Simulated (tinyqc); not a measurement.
Ionisation and resistivity against doping: donors with valley-orbit split 1s states.

Each donor binds at most one electron, in any of its states. For a site s, W_s = sum over its states of g exp(E/kT), and the ionised share is 1/(1 + W_s exp(eta)), eta = (EF - Ec)/kT; n = Nc F_1/2(eta); neutrality n + NA = ND x (mean ionised share); holes are neglected. Nc from N = 2 (m kB T/(4 pi c))^(3/2) with c = hbar^2/2m0, in 1/angstrom^3; times 1e24 for 1/cm^3, m = md. F_j(eta) = (1/Gamma(j + 1)) integral_0^infinity x^j dx/(1 + exp(x - eta)), which tends to exp(eta) for eta << 0.

Mobility (Caughey-Thomas form): mu = mu0 + (mu1 (T/300)^(-ga) - mu0)/(1 + ((ND + NA)/Nr)^de); rho = 1/(e n mu), e = 1.602176634e-19 C.

Constants: hbar^2/2m0 = 3.80998211 eV angstrom^2; kB = 8.617333262e-05 eV/K.

Parameters, chosen for this exercise (near those of P in Si; not measured data): md = 1.032 m0 (density-of-states mass of the conduction band); E = (46.9, 35.8, 33.5) meV (binding energies of 1s(A1), 1s(T2), 1s(E)); g = (2, 6, 4) (their degeneracies with spin); T = 200 K; mu0 = 69 cm^2/(V s) (mobility at heavy doping); mu1 = 1428 cm^2/(V s) (mobility at light doping and 300 K); Nr = 1e+17 1/cm^3 (reference doping); de = 0.72 (doping exponent); ga = 2.3 (temperature exponent).

NA = 0.

Results:

| ND (1/cm^3) | n (1/cm^3) | n/ND | mu (cm^2/(V s)) | rho (ohm cm) | rho at full ionisation |
|---|---|---|---|---|---|
| 1.0e+14 | 9.99e+13 | 0.999 | 3604 | 17.3 | 17.3 |
| 1.0e+15 | 9.93e+14 | 0.993 | 3504 | 1.79 | 1.78 |
| 1.0e+16 | 9.35e+15 | 0.935 | 3059 | 0.218 | 0.204 |
| 3.0e+16 | 2.53e+16 | 0.842 | 2575 | 0.0959 | 0.0808 |
| 1.0e+17 | 6.68e+16 | 0.668 | 1849 | 0.0505 | 0.0338 |
| 3.0e+17 | 1.45e+17 | 0.482 | 1179 | 0.0366 | 0.0176 |
| 1.0e+18 | 3.05e+17 | 0.305 | 639 | 0.0320 | 0.00977 |
| 2.0e+18 | 4.54e+17 | 0.227 | 438 | 0.0314 | 0.00712 |

What does the comparison show, and why?

From 1e16 to 1e18 1/cm^3 rho falls by a factor 6.81, not 100: the mobility takes a factor 4.79 and incomplete ionisation 3.07. n/ND is below 0.9 from 3e+16 1/cm^3 on. From a few times 1e18 1/cm^3 on, depending on the dopant, the levels merge with the band, and already below that screening lowers the binding energy, so the last rows understate n.

Program tinyqc; command `OMP_NUM_THREADS=1 python tinyqc.py 1650886 1650887 out.jsonl`; about 0.01 s on one thread of a shared Intel(R) Xeon(R) Processor @ 2.30GHz.
